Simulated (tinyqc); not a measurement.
One anharmonic mode: perturbation theory, self-consistent phonons and exact levels: one step, computed by the program tinyqc. Command: `OMP_NUM_THREADS=1 python tinyqc.py 3004534 3004535 out.jsonl scp walk`. One thread of a shared host (Intel(R) Xeon(R) Processor @ 2.30GHz), about 0.03 s of CPU time with the checks.

V(x) = k x^2/2 + b x^4 for one coordinate x of mass M. A constant K > 0 gives hbar Omega = sqrt((hbar^2/u) K/M) with K in eV/angstrom^2 and M in u.

Question. Levels in the small basis. Diagonalise H.

Shape: double well.

H (meV):
```
          1         2         3          4         5          6
1   0.12412   0.00000  -3.96445    0.00000   0.20269    0.00000
2   0.00000   0.62060   0.00000   -6.46126   0.00000    0.45322
3  -3.96445   0.00000   1.61356    0.00000  -8.56431    0.00000
4   0.00000  -6.46126   0.00000    3.10300   0.00000  -10.31637
5   0.20269   0.00000  -8.56431    0.00000   5.08892    0.00000
6   0.00000   0.45322   0.00000  -10.31637   0.00000    7.57131
```

Give: levels.

Answer.

levels (meV): -8.07  -6.72  0.87  2.22  12.68  17.15
